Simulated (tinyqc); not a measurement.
Ballistic Schottky-barrier transistor with a one-dimensional channel, WKB contacts: effect of the screening length.

Source Fermi level 0, drain Fermi level -Vd. Far from the contacts Ec = pn - psi, and the gate moves psi one to one; the band edges relax as exp(-x/lam) from pn at the source and pn - Vd at the drain; Ev = Ec - Eg. A carrier of energy w inside the channel band meets at a contact a barrier of height D (the contact edge beyond the channel edge): T = 1 for w >= D, else exp(-S), S = 4 lam sqrt(m/C) [sqrt(D - w) - sqrt(w) arctan sqrt((D - w)/w)], C = hbar^2/(2 m0). The two contacts combine as Ts Td/(Ts + Td - Ts Td).

I = g (2 q^2/h) int T(w) [f(Es + w) - f(Ed + w)] dw, f(y) = 1/(1 + exp(y/Vt)). Electrons: Ds = psi, Dd = psi - Vd, Es = Ec, Ed = Ec + Vd. Holes: Ds = -psi, Dd = Vd - psi, Es = -Ev, Ed = -Ev - Vd. The size of each current is taken; both flow from drain to source and add. The integrals are converged.

Values chosen for this exercise; channel values close to those of a silicon nanowire with silicide contacts: temperature T = 250 K; barrier for electrons at both contacts pn = 0.74 eV; electron mass mn = 0.2 m0; valleys or subbands g = 2; drain bias Vd = 0.3 V; band shift psi of the channel by the gate ps = 0.72 V.

Constants: q = 1.602176634e-19 C, kB = 1.380649e-23 J/K, hbar = 1.054571817e-34 J s, h = 6.62607015e-34 J s, m0 = 9.1093837015e-31 kg, Vt = kB T/q, hbar^2/(2 m0) = 0.0380998212 eV nm^2. Results are converted to the units shown.

Results:
```
lam (nm)	current of the electrons (uA)	share over the barriers (%)	|d psi/d log10| of this current (mV/decade)
0.5	0.04716	8.556e-12	60.22
1.6	2.397e-4	1.683e-9	63.83
2.6	4.425e-6	9.117e-8	69.78
3.7	1.340e-7	3.011e-6	79.39
4.8	8.770e-9	4.600e-5	91.26
6.9	2.205e-10	0.001830	118.7
8	5.581e-11	0.007229	135.3
```

Estimate the missing row, lam = 5.9 nm.

Computed row:
```
lam (nm)	current of the electrons (uA)	share over the barriers (%)	|d psi/d log10| of this current (mV/decade)
5.9	1.037e-9	3.889e-4	104.9
```

With this row back in the table: The current falls from 0.0472 to 5.58e-11 uA, while the share over the barriers rises from 8.56e-12 to 0.00723 %: the thermionic part does not depend on lam, and a thinner barrier adds tunnelling. The swing rises from 60.2 to 135 mV/decade.

Range of the model: No scattering, image-force lowering, channel charge or band-to-band tunnelling; parabolic kappa overstates S deep in the gap.

Computed by the program tinyqc: `OMP_NUM_THREADS=1 python tinyqc.py 2390010 2390011 out.jsonl`, one thread of a shared Intel Xeon 2.30GHz, about 0.04 s for the whole run.
